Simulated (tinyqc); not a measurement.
Gated graphene, quantum capacitance: one step of the calculation.

phi is the Fermi level above the Dirac point, in volts; Vg is counted from the gate voltage of charge neutrality. Ideal linear bands, no charge puddles.

Problem. Gate capacitance. Cox = eps0 eox/tox.

Values chosen for this exercise:
- eox = 3.9 (relative permittivity of the gate insulator (close to silicon dioxide))
- tox = 6.3 nm (insulator thickness)

Constants: eps0 = 8.8541878128e-14 F/cm where lengths are in cm. Results are converted to the units shown.

Wanted: Cox.

Solution.

Cox = 0.5481 uF/cm^2

tinyqc, about 0.01 s, one thread, Intel Xeon 2.30GHz (shared host): `OMP_NUM_THREADS=1 python tinyqc.py 2200126 2200127 out.jsonl`
